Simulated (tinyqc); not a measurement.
Rigid-ion and shell models of the dielectric response of an ionic crystal: one step, computed by the program tinyqc.

Charges +Z and -Z; 6 nearest neighbours, Madelung constant M = 1.747565, volume per ion pair Omega = 2.000000 d^3. Energy per pair U = -M Z^2 e2/d + 6 A exp(-d/rho), e2 = e^2/(4 pi eps_0). In the shell model the anion is a core of charge Y - Z and a massless shell of charge -Y, joined by the spring k; the repulsion acts on the shell. Each ion feels the Lorentz field E + (4 pi/3) P (Gaussian units).

Question. Rigid ions. With C = 4 pi Z^2 e2/(3 Omega): mu lambda_TO = R - C, mu lambda_LO = R + 2 C; eps_inf = 1 and eps_s = lambda_LO/lambda_TO. lambda in eV/(angstrom^2 u) gives the wavenumber 15.6333042 x 33.35640952 x sqrt(lambda); mu is the reduced mass.

Inputs (values chosen for the exercise, for a model crystal): ionic charge Z = 1 e; cation mass = 58.8 u; anion mass = 35.45 u.

Structure: rock salt.

volume Omega = 71.22258 angstrom^3

repulsive spring R = 2.119916 eV/angstrom^2

Constants: e^2/(4 pi eps_0) = 14.39964548 eV angstrom; nu for 1 eV/(angstrom^2 u) = 15.6333042 THz; 1 THz = 33.35640952 1/cm.

Give: Coulomb spring C; omega_TO, rigid ions; omega_LO, rigid ions; eps_s, rigid ions.

Answer.

Coulomb spring C = 0.84688 eV/angstrom^2

omega_TO, rigid ions = 125.11 1/cm

omega_LO, rigid ions = 216.54 1/cm

eps_s, rigid ions = 2.9957
